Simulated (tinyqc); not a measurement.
Against thickness at fixed field: leakage through a gate insulator: direct, Fowler-Nordheim, trap-assisted and Poole-Frenkel currents. Computed by tinyqc, a small Python program. Command: `OMP_NUM_THREADS=1 python tinyqc.py 3016098 3016099 out.jsonl oxideleak walk`. One thread of a shared host (Intel(R) Xeon(R) Processor @ 2.30GHz), about 0.01 s of CPU time with the checks.

Electrons enter from the cathode Fermi level at x = 0; the conduction band of the insulator lies phi_b - e F x above it, F = V/t. WKB exponents use a parabolic band with mass m.

Inputs (values chosen for the exercise, with an insulator like SiO2):

| quantity | value | unit |
|---|---|---|
| thickness t | 2 | nm |
| barrier phi_b | 3.22 | eV |
| tunnelling mass m | 0.45 | m_0 |
| static constant eps_ox | 3.94 | - |
| voltage across the insulator V | 0.41 | V |
| trap depth phi_t | 1.7 | eV |
| trap density N_t | 9e+18 | cm^-3 |
| attempt rate nu_0 | 1e+13 | 1/s |
| activation of capture E_a | 0.091 | eV |
| temperature T | 200 | K |

Constants: hbar^2/(2 m_0) = 3.80998212 eV angstrom^2; e = 1.602176634e-19 C; hbar = 1.054571817e-34 J s; k_B = 8.617333262e-05 eV/K.

Method:
- For a level a distance phi(x) below the band, the WKB exponent is 2 int kappa dx with kappa = sqrt(m phi/(hbar^2/2m_0)); for a linear barrier from phi_1 down to phi_2 = max(phi_1 - e F d, 0) it is G = (4/3) sqrt(m/(hbar^2/2m_0)) (phi_1^(3/2) - phi_2^(3/2))/(e F).
- J_tun = e^3 F^2/(16 pi^2 hbar m phi_b) x exp(-G) / [1 - sqrt(phi_2/phi_b)]^2 with the free-electron mass in the cathode (m in m_0), phi_2 = max(phi_b - e V, 0): direct tunnelling for e V < phi_b, Fowler-Nordheim above. Image forces, back-flow and the limit on supply are left out, so J_tun is overstated below about 0.5 V.
- Equivalent oxide thickness = 3.9 t/eps_ox.
- A trap at depth x lies phi_t below the band. Capture: tunnel at the cathode Fermi level from 0 to x (G_in from phi_1 = phi_b), rate nu_0 exp(-G_in - E_c/k_B T) with E_c = E_a + max(phi_b - phi_t - e F x, 0), the last term being the height of the trap above the cathode Fermi level. Emission: tunnel from the trap level to the anode (G_out from phi_1 = phi_t over t - x), rate nu_0 exp(-G_out - E_a/k_B T). Re-emission to the cathode follows from detailed balance, rate_back = rate_in exp(dE/k_B T) with dE = phi_b - phi_t - e F x. Each trap passes R = rate_in rate_out/(rate_in + rate_back + rate_out) electrons per second; filling from the anode is left out.
- J_TAT = e N_t int_0^t R dx by the midpoint rule on 400 intervals; the most effective depth is the midpoint with the largest R, rounded to 0.01 nm.

field F = 2.05 MV/cm

Currents:

| t (nm) | V (V) | J_tun (A/cm^2) | J_TAT (A/cm^2) |
|---|---|---|---|
| 1.2 | 0.2460 | 1.4644e+03 | 2.0524e-35 |
| 1.6 | 0.3280 | 7.3277e+00 | 2.7242e-35 |
| 2.2 | 0.4510 | 3.6812e-03 | 3.9839e-35 |
| 3.0 | 0.6150 | 2.3417e-07 | 6.7959e-35 |
| 4.0 | 0.8200 | 2.4048e-12 | 1.5847e-34 |
| 5.5 | 1.1275 | 2.3326e-19 | 1.1132e-33 |
| 7.5 | 1.5375 | 7.2316e-28 | 8.3666e-32 |
| 10.0 | 2.0500 | 4.4282e-37 | 9.3907e-32 |

What does the comparison show, and why?

Between the first rows J_tun falls by 5.75 decades per nm. J_TAT overtakes J_tun between 7.5 and 10 nm. Below about 0.5 V the formula for J_tun, which has no back-flow, overstates the current. Caution: at so low a voltage the back-flow from the anode and the carrier supply, left out of this formula, matter.

Extremes, crossings and ranges named in words are read from the listed rows.
